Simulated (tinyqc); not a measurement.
## Trapped share and trap depth from dynamic on-resistance

Problem. Traps remove the share ft of the electrons in the drain access (length Ld, sheet resistance Rsh before stress), so Ron grows by Rsh Ld ft/(1 - ft). The recovery time goes as T^(-2) exp(q Ea/(kB T)). Find ft and Ea.

Inputs (values chosen for the exercise):
- Ld = 1.5 um (drain access length)

Constants: q = 1.602176634e-19 C, kB = 1.380649e-23 J/K. Results are converted to the units shown.

Ron before and just after an off-state stress (ohm mm): [1.7869280, 1.9511529]
Rsh = 328.44976 ohm
recovery times at 300 and 370 K (s): [0.012, 5.8559925e-5]

Answer. The rise of Ron over Rsh Ld is ft/(1 - ft); ln(t T^2) is linear in 1/T.

ft = 0.250
Ea = 0.670 eV

Numbers from tinyqc (`OMP_NUM_THREADS=1 python tinyqc.py 2570170 2570171 out.jsonl`; about 0.03 s on one thread of a shared Intel Xeon 2.30GHz).
